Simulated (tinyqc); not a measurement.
Inside a calculation. Method: plane-wave Kohn-Sham cycle with exchange-only LDA in a layered model solid. One step of it, computed by the program tinyqc.

Question. Iteration 1: Hamiltonian at one k. H(m,m') = (k + G_m)^2/2 delta + V(G_m - G_m'), with V(-G) = V(G).

A solid whose potential varies along x alone (atomic units):
```
parameter                      value
period a                    4.400000
cross-section of the cell  30.000000
electrons per cell                 4
grid points                       16
plane waves -n..n, n               2
k points                           1
V1 in V1 cos(2 pi x/a)     -0.170000
```

V(G_m), m = 0, 1, 2, ... (hartree): -0.307010  -0.085000  0.000000  0.000000  0.000000

k = 0.000000 2 pi / a

Give: H.

Answer.

H (hartree):
```
         -2       -1       +0       +1       +2
-2   3.7713  -0.0850   0.0000   0.0000   0.0000
-1  -0.0850   0.7126  -0.0850   0.0000   0.0000
+0   0.0000  -0.0850  -0.3070  -0.0850   0.0000
+1   0.0000   0.0000  -0.0850   0.7126  -0.0850
+2   0.0000   0.0000   0.0000  -0.0850   3.7713
```
